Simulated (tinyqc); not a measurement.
Worked calculation: RKS/BLYP in the sto-3g basis, for H2, spin multiplicity 1. One step of it, computed by the program tinyqc.

Question. Iteration 2: building the Kohn-Sham matrix. J_ij = sum D_kl (ij|kl); F = H + J + V_xc; E = tr D H + tr D J / 2 + E_xc + E_nn.

D after iteration 1, order 1H 1s, 2H 1s:
$$\begin{pmatrix}
0.616484 & 0.616484 \\
0.616484 & 0.616484
\end{pmatrix}$$

core Hamiltonian H = T + V (hartree), order 1H 1s, 2H 1s:
$$\begin{pmatrix}
-1.084754 & -0.892561 \\
-0.892561 & -1.084754
\end{pmatrix}$$

Two-electron integrals (ij|kl) in chemists' order, unique and non-zero (hartree):
```
(11|11) 0.774606   (21|11) 0.412058   (21|21) 0.260743   (22|11) 0.548399
(22|21) 0.412058   (22|22) 0.774606
```

nuclear repulsion = 0.66312934 hartree

V_xc (hartree), order 1H 1s, 2H 1s:
$$\begin{pmatrix}
-0.453690 & -0.275092 \\
-0.275092 & -0.453690
\end{pmatrix}$$

E_xc = sum of w rho eps_xc = -0.70278787 hartree

Give: Coulomb J; Kohn-Sham matrix F; total energy of this density.

Answer.

Coulomb J (hartree), order 1H 1s, 2H 1s:
$$\begin{pmatrix}
1.3237 & 0.8295 \\
0.8295 & 1.3237
\end{pmatrix}$$

Kohn-Sham matrix F (hartree), order 1H 1s, 2H 1s:
$$\begin{pmatrix}
-0.2148 & -0.3381 \\
-0.3381 & -0.2148
\end{pmatrix}$$

total energy of this density = -1.150205 hartree

This density is a damped mixture and is not idempotent.
